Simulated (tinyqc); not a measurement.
Comparisons within one model: double quantum well by finite differences. A value that a table varies takes the place of the one given here.

Finite differences on points z_i at the centres of cells of width h: H_ii = (c/h^2)(1/m_(i-1/2) + 1/m_(i+1/2)) + V_i, H_(i,i+1) = -(c/h^2)/m_(i+1/2), where m_(i+1/2) is the mean of the masses at the two points (the end values are repeated outwards), psi = 0 on the points beyond both ends, c = hbar^2/2m0. The field adds e F (z - z0) with z0 the middle of the structure; 1 kV/cm = 1e-5 eV/angstrom.

Constants: hbar^2/2m0 = 3.80998211 eV angstrom^2.

Values chosen for the exercise (near those of a GaAs well in AlGaAs; the results hold for these values, not for the real material):
```
symbol  value                                                                                              unit      meaning
layers  ((92, 0.211, 0.0886), (69, 0, 0.0652), (46, 0.211, 0.0886), (46, 0, 0.0652), (92, 0.211, 0.0886))            each layer: thickness in angstrom, band edge in eV, mass in m0
hf      1.4375                                                                                             angstrom  cell width of the fine grid
Fs      (0, 6.67, 13.3, 20, 26.7, 33.3, 40)                                                                kV/cm     fields
F       0                                                                                                  kV/cm     field along z
ws      (5.75, 11.5, 17.25, 23, 34.5, 46, 69)                                                              angstrom  widths of the middle barrier
```

## Stark shift

Fine grid. Perturbation theory: dE1 = e F z_11 - beta (e F)^2 with beta = sum_j z_1j^2/(E_j - E_1) over the 13 next levels at zero field, z from z0.

Levels against field:
```
F (kV/cm)  E1 (eV)  E2 (eV)  dE1 (meV)  second order (meV)  <z - z0> (angstrom)  E2 - E1 (meV)
0           0.0489   0.0783       0.00                0.00                -45.2           29.4
6.67        0.0459   0.0821      -3.04               -3.04                -45.9           36.2
13.3        0.0428   0.0858      -6.11               -6.12                -46.5           43.0
20.0        0.0397   0.0896      -9.24               -9.29                -47.1           49.9
26.7        0.0365   0.0934     -12.41              -12.51                -47.5           56.9
33.3        0.0333   0.0970     -15.57              -15.73                -48.0           63.7
40.0        0.0301   0.1008     -18.80              -19.06                -48.5           70.6
```

z_11 = -45.24 angstrom
beta = 6016 angstrom^2/eV

The state sits -45.2 angstrom off the middle at zero field, so the shift starts linearly in F. At 40 kV/cm E1 has moved by -18.80 meV, where second order gives -19.06 meV; they differ by 1.4 % there. The electron moves by -3.2 angstrom, against the rise of the potential. E2 - E1 grows with the field; the ends are 29.4 and 70.6 meV.

## Order of mass and momentum

Fine grid. Hermitian kinetic operators m^a p m^b p m^a with 2a + b = -1: H_ii = (c/h^2) m_i^(2a) (m_(i-1/2)^b + m_(i+1/2)^b) + V_i, H_(i,i+1) = -(c/h^2) m_i^a m_(i+1)^a m_(i+1/2)^b; BenDaniel-Duke is a = 0. The halved form has H_ii = 2c/(h^2 m_i) + V_i and H_(i,i+1) = -(c/2h^2)(1/m_i + 1/m_(i+1)). The shifts are measured against BenDaniel-Duke; the last column repeats E1 with cells of hf/4.

Levels (eV):
```
operator                            E1      E2  E1 - E1(BDD) (meV)  E1 at hf/4
BenDaniel-Duke                  0.0489  0.0783                 0.0      0.0489
(1/m) p^2 + p^2 (1/m), halved   0.0487  0.0766                -0.2      0.0029
m^(-1/2) p^2 m^(-1/2)           0.0576  0.0934                 8.7      0.0577
m^(-1/4) p m^(-1/2) p m^(-1/4)  0.0532  0.0857                 4.3      0.0533
one mass, the smallest          0.0531  0.0860                 4.1      0.0531
```

The three forms m^a p m^b p m^a span 8.7 meV in E1, 30 % of E2 - E1; they differ only at the mass steps (largest to smallest mass 1.36), where m^a psi is the continuous quantity. Dropping the mass step altogether moves E1 by +4.1 meV. Refining the grid moves the halved form by -45.8 meV, against at most 0.04 meV for the other three: at an abrupt step it has no limit as the grid is refined.

## Middle barrier of the double well

Fine grid, zero field, the third layer set to each width in turn. kappa = sqrt(m (V - E)/c) in that layer at the mean of E1 and E2 of the last row.

Splitting:
```
width (angstrom)  E1 (eV)  E2 (eV)  E2 - E1 (meV)  ln(E2 - E1)
5.75               0.0346   0.0902          55.62        4.018
11.50              0.0408   0.0858          44.99        3.806
17.25              0.0445   0.0827          38.16        3.642
23.00              0.0467   0.0807          34.05        3.528
34.50              0.0484   0.0789          30.44        3.416
46.00              0.0489   0.0783          29.41        3.381
69.00              0.0491   0.0781          29.06        3.369
```

kappa = 0.0585 1/angstrom

The splitting falls from 55.6 to 29.06 meV; the last slope of its logarithm is -0.0005 per angstrom, far from -kappa = -0.0585: the wells differ in width, so E2 - E1 levels off at the detuning of the two single-well levels.

Computed by tinyqc, a small Python program: `OMP_NUM_THREADS=1 python tinyqc.py 1282173 1282174 out.jsonl` (the numbers bound the seed that draws the inputs); one thread of a shared host (Intel(R) Xeon(R) Processor @ 2.30GHz), about 0.01 s for the whole set of steps.
